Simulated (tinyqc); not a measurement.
# Worked calculation: on-chip power grid, static voltage drop by conjugate gradients

tinyqc, about 0.1 s, one thread, Intel Xeon 2.30GHz (shared host): `OMP_NUM_THREADS=1 python tinyqc.py 2770229 2770230 out.jsonl` Printed values are rounded.

A grid of 3 rows and 4 columns, node k = 4 row + column. Neighbours in a row are joined by Rx, in a column by Ry; pad nodes, which reach the supply through Rp: 0, 3, 8, 11. Each node draws I0, node 11 draws kh I0. The drops u = Vdd - V solve G u = i, with G the conductance matrix (1/Rp added on the diagonal at pad nodes).

Inputs (values chosen for the exercise):
- Vdd = 1 V (supply voltage)
- Rx = 0.11 ohm (resistance of a horizontal segment)
- Ry = 0.36 ohm (resistance of a vertical segment)
- Rp = 0.08 ohm (resistance from a pad node to the supply)
- I0 = 5.6 mA (load current of an ordinary node)
- kh = 5 (factor on the load at the hot node)

## Diagonal of G, loads and first direction

G_kk = sum of the conductances at node k. Start u = 0, so the residual is r = i; z = r/G_kk (Jacobi preconditioner), p = z.

G_kk (S):
```
          col 0     col 1     col 2     col 3
row 0  24.36869  20.95960  20.95960  24.36869
row 1  14.64646  23.73737  23.73737  14.64646
row 2  24.36869  20.95960  20.95960  24.36869
```

r at the start (mA):
```
       col 0  col 1  col 2  col 3
row 0    5.6    5.6    5.6    5.6
row 1    5.6    5.6    5.6    5.6
row 2    5.6    5.6    5.6     28
```

p at the start (mV):
```
           col 0      col 1      col 2      col 3
row 0  0.2298031  0.2671807  0.2671807  0.2298031
row 1  0.3823448  0.2359149  0.2359149  0.3823448
row 2  0.2298031  0.2671807  0.2671807   1.149016
```

## Iteration 1: conjugate-gradient step

u at the start (mV):
```
       col 0  col 1  col 2  col 3
row 0      0      0      0      0
row 1      0      0      0      0
row 2      0      0      0      0
```

q = G p; with z = r/G_kk: a = (r.z)/(p.q); u(new) = u + a p; r(new) = r - a q; b = (r.z)(new)/(r.z); p(new) = z(new) + b p.

q (mA):
```
         col 0     col 1     col 2     col 3
row 0  2.10902   0.42665   0.42665   2.10902
row 1  2.17864  -1.50488  -1.50488  -0.37473
row 2  2.10902   0.42665  -7.92983  24.50902
```

a = 1.759372

u after iteration 1 (mV):
```
          col 0     col 1     col 2     col 3
row 0  0.404309  0.470070  0.470070  0.404309
row 1  0.672687  0.415062  0.415062  0.672687
row 2  0.404309  0.470070  0.470070  2.021546
```

r after iteration 1 (mA):
```
         col 0    col 1     col 2      col 3
row 0  1.88946  4.84937   4.84937    1.88946
row 1  1.76697  8.24764   8.24764    6.25929
row 2  1.88946  4.84937  19.55152  -15.12047
```

b = 0.8182066

p after iteration 1 (mV):
```
          col 0     col 1     col 2     col 3
row 0  0.265563  0.449977  0.449977  0.265563
row 1  0.433478  0.540481  0.540481  0.740196
row 2  0.265563  0.449977  1.151429  0.319644
```

## Iteration 2: conjugate-gradient step

As before.

q (mA):
```
          col 0     col 1     col 2     col 3
row 0   1.17661   1.42509   1.42509   0.32462
row 1  -0.03989   1.47555  -3.26126   4.30221
row 2   1.17661  -4.95175  15.63559  -4.73432
```

a = 2.169583

u after iteration 2 (mV):
```
          col 0     col 1     col 2     col 3
row 0  0.980470  1.446332  1.446332  0.980470
row 1  1.613155  1.587681  1.587681  2.278603
row 2  0.980470  1.446332  2.968191  2.715041
```

r after iteration 2 (mA):
```
          col 0     col 1      col 2     col 3
row 0  -0.66330   1.75752    1.75752   1.18517
row 1   1.85350   5.04631   15.32323  -3.07471
row 2  -0.66330  15.59260  -14.37119  -4.84897
```

b = 0.8653123

p after iteration 2 (mV):
```
          col 0     col 1     col 2     col 3
row 0  0.202575  0.473223  0.473223  0.278430
row 1  0.501644  0.680274  1.113217  0.430572
row 2  0.202575  1.133306  0.310684  0.077608
```

## Course of the conjugate-gradient iteration

Stop when |r| is below 1e-9 mA.

Course of the iteration:
```
iteration  largest u (mV)  |r| (mA)
1                2.021546      29.5
2                2.968191      27.5
3                3.347855      14.6
4                3.220066      6.62
5                3.339567      3.31
6                3.349376      1.24
7                3.365804     0.639
8                3.367179     0.280
9                3.364623    0.0420
10               3.364291   5.95e-3
11               3.364082   3.16e-3
12               3.364051   < 1e-11
```

Converged in 12 iterations for 12 unknowns; in exact arithmetic the method needs at most 12. The condition number of the scaled matrix is 15.8. Gauss-Seidel sweeps in node order need 96 to reach the same residual.

## Worst drop, pad currents and power lost

converged u (mV):
```
          col 0     col 1     col 2     col 3
row 0  1.450299  2.361764  2.383760  1.490224
row 1  2.977672  3.256749  3.364051  3.255928
row 2  1.575702  2.697911  3.033365  2.651776
```

Pad current u/Rp; worst drop as a share of Vdd; power lost in the grid and pads sum_k i_k u_k; power delivered sum_k i_k (Vdd - u_k).

worst drop = 3.364051 mV
share of Vdd = 0.3364051 %
pad currents (mA): node 0 18.12874, node 3 18.62779, node 8 19.69627, node 11 33.14719
power lost = 0.2301953 mW
power delivered = 89.36980 mW

The pad currents add up to the total load, 89.60 mA. The worst drop is at node 6, not at the hot node.
